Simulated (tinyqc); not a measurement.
Deformation potentials from a strained empirical pseudopotential: one step. Xu of the Delta valleys and b. Four cases, with inputs chosen for the exercise.

Task: For e = diag(-h/2, -h/2, h): E(Delta z) - E(Delta x) = Xu (ezz - exx), and without spin-orbit coupling E(Z) - E(X, Y) = 3 b (ezz - exx); Z is the single level, X and Y the pair.

Give: Xu; b.

Case 1.

Values chosen (out of a larger set: near those of Si; not measured data): h = 0.002 (size of the test strain).

Delta x, Delta z (eV): 0.9379520  0.9621419

valence levels (eV): -0.0195019  0.0097510  0.0097510

Result:

Xu = 8.06 eV
b = -3.25 eV

Case 2.

Values chosen (out of a larger set: near those of Si; not measured data): h = 0.001 (size of the test strain).

Delta x, Delta z (eV): 1.0723423  1.0844105

valence levels (eV): -0.0098181  0.0049091  0.0049091

Result:

Xu = 8.05 eV
b = -3.27 eV

Case 3.

Values chosen (out of a larger set: near those of Si; not measured data): h = 0.004 (size of the test strain).

Delta x, Delta z (eV): 1.0936501  1.1418939

valence levels (eV): -0.0395469  0.0197734  0.0197734

Result:

Xu = 8.04 eV
b = -3.30 eV

Case 4.

Values chosen (out of a larger set: near those of Si; not measured data): h = 0.004 (size of the test strain).

Delta x, Delta z (eV): 1.2779589  1.3257164

valence levels (eV): -0.0399245  0.0199622  0.0199622

Result:

Xu = 7.96 eV
b = -3.33 eV

Stretching along z raises the valleys on the z axis and lowers the Z valence state. One-sided differences carry an error of order h. A local potential fitted to band energies alone fixes these slopes only roughly; b tends to come out too large and Xu of L too small.

Computed by tinyqc, one run a case: `OMP_NUM_THREADS=1 python tinyqc.py N N+1 out.jsonl` with N = 1850165, 1850213, 1850276, 1850319; one thread of a shared Intel(R) Xeon(R) Processor @ 2.30GHz, about 0.3 s a run at most.
